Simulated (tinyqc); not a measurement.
Inside a calculation. Model: on-chip power grid, static voltage drop by conjugate gradients.

Numbers from tinyqc (`OMP_NUM_THREADS=1 python tinyqc.py 2770187 2770188 out.jsonl`; about 0.1 s on one thread of a shared Intel Xeon 2.30GHz). Printed values are rounded.

A grid of 3 rows and 4 columns, node k = 4 row + column. Neighbours in a row are joined by Rx, in a column by Ry; pad nodes, which reach the supply through Rp: 0, 8. Each node draws I0, node 6 draws kh I0. The drops u = Vdd - V solve G u = i, with G the conductance matrix (1/Rp added on the diagonal at pad nodes).

Values chosen for this exercise:
- Vdd = 0.9 V (supply voltage)
- Rx = 0.86 ohm (resistance of a horizontal segment)
- Ry = 1.1 ohm (resistance of a vertical segment)
- Rp = 0.16 ohm (resistance from a pad node to the supply)
- I0 = 9.2 mA (load current of an ordinary node)
- kh = 5 (factor on the load at the hot node)

## Diagonal of G, loads and first direction

G_kk = sum of the conductances at node k. Start u = 0, so the residual is r = i; p = r.

G_kk (S):
```
          col 0     col 1     col 2     col 3
row 0  8.321882  3.234672  3.234672  2.071882
row 1  2.980973  4.143763  4.143763  2.980973
row 2  8.321882  3.234672  3.234672  2.071882
```

r at the start (mA):
```
       col 0  col 1  col 2  col 3
row 0    9.2    9.2    9.2    9.2
row 1    9.2    9.2     46    9.2
row 2    9.2    9.2    9.2    9.2
```

p at the start (mA):
```
       col 0  col 1  col 2  col 3
row 0    9.2    9.2    9.2    9.2
row 1    9.2    9.2     46    9.2
row 2    9.2    9.2    9.2    9.2
```

## Iteration 1: conjugate-gradient step

u at the start (mV):
```
       col 0  col 1  col 2  col 3
row 0      0      0      0      0
row 1      0      0      0      0
row 2      0      0      0      0
```

q = G p; a = (r.r)/(p.q); u(new) = u + a p; r(new) = r - a q; b = (r.r)(new)/(r.r); p(new) = r(new) + b p.

q (mA S):
```
         col 0     col 1     col 2     col 3
row 0  57.5000    0.0000  -33.4545    0.0000
row 1   0.0000  -42.7907  152.4905  -42.7907
row 2  57.5000    0.0000  -33.4545    0.0000
```

a = 0.4568516 ohm

u after iteration 1 (mV):
```
         col 0    col 1     col 2    col 3
row 0  4.20303  4.20303   4.20303  4.20303
row 1  4.20303  4.20303  21.01517  4.20303
row 2  4.20303  4.20303   4.20303  4.20303
```

r after iteration 1 (mA):
```
           col 0     col 1      col 2     col 3
row 0  -17.06897   9.20000   24.48376   9.20000
row 1    9.20000  28.74900  -23.66552  28.74900
row 2  -17.06897   9.20000   24.48376   9.20000
```

b = 1.449891

p after iteration 1 (mA):
```
          col 0     col 1     col 2     col 3
row 0  -3.72997  22.53899  37.82276  22.53899
row 1  22.53899  42.08799  43.02945  42.08799
row 2  -3.72997  22.53899  37.82276  22.53899
```

## Iteration 2: conjugate-gradient step

As before.

q (mA S):
```
           col 0     col 1     col 2      col 3
row 0  -77.73851  -4.99832  30.81027  -35.54363
row 1   25.03036  57.18030  11.65616   34.44891
row 2  -77.73851  -4.99832  30.81027  -35.54363
```

a = 0.7356699 ohm

u after iteration 2 (mV):
```
          col 0     col 1     col 2     col 3
row 0   1.45901  20.78429  32.02810  20.78429
row 1  20.78429  35.16590  52.67064  35.16590
row 2   1.45901  20.78429  32.02810  20.78429
```

r after iteration 2 (mA):
```
          col 0      col 1      col 2     col 3
row 0  40.12091   12.87712    1.81757  35.34838
row 1  -9.21408  -13.31683  -32.24060   3.40597
row 2  40.12091   12.87712    1.81757  35.34838
```

b = 1.668208

p after iteration 2 (mA):
```
          col 0     col 1     col 2     col 3
row 0  33.89855  50.47684  64.91379  72.94810
row 1  28.38564  56.89468  39.54146  73.61748
row 2  33.89855  50.47684  64.91379  72.94810
```

## Iteration 3: conjugate-gradient step

As before.

q (mA S):
```
          col 0    col 1      col 2    col 3
row 0  197.6006  -3.3445    30.5107   8.7337
row 1  -43.1735  64.9970  -105.9330  40.8403
row 2  197.6006  -3.3445    30.5107   8.7337
```

a = 0.3763099 ohm

u after iteration 3 (mV):
```
          col 0     col 1     col 2     col 3
row 0  14.21536  39.77923  56.45580  48.23539
row 1  31.46609  56.57593  67.55049  62.86889
row 2  14.21536  39.77923  56.45580  48.23539
```

r after iteration 3 (mA):
```
           col 0      col 1     col 2      col 3
row 0  -34.23813   14.13567  -9.66389   32.06180
row 1    7.03254  -37.77585   7.62302  -11.96265
row 2  -34.23813   14.13567  -9.66389   32.06180
```

b = 0.9042851

p after iteration 3 (mA):
```
          col 0     col 1     col 2     col 3
row 0  -3.58418  59.78113  49.03668  98.02769
row 1  32.70125  13.67316  43.37977  54.60854
row 2  -3.58418  59.78113  49.03668  98.02769
```

## Course of the conjugate-gradient iteration

Stop when |r| is below 1e-9 mA.

Course of the iteration:
```
iteration  largest u (mV)  |r| (mA)
1                21.01517      66.5
2                52.67064      85.8
3                67.55049      81.6
4                78.38361      33.6
5                85.15489      16.8
6                88.96800      3.08
7                89.22664     0.298
8                89.25974   < 1e-11
```

Converged in 8 iterations for 12 unknowns; in exact arithmetic the method needs at most 12. The condition number of the matrix is 49.2. Gauss-Seidel sweeps in node order need 199 to reach the same residual.

## Worst drop, pad currents and power lost

converged u (mV):
```
          col 0     col 1     col 2     col 3
row 0  11.77600  50.72321  76.25583  86.40203
row 1  32.79981  57.76139  85.81614  89.25974
row 2  11.77600  50.72321  76.25583  86.40203
```

Pad current u/Rp; worst drop as a share of Vdd; power lost in the grid and pads sum_k i_k u_k; power delivered sum_k i_k (Vdd - u_k).

worst drop = 89.25974 mV
share of Vdd = 9.917748 %
pad currents (mA): node 0 73.6, node 8 73.6
power lost = 9.744785 mW
power delivered = 122.7352 mW

The pad currents add up to the total load, 147.2 mA. The worst drop is at node 7, not at the hot node.
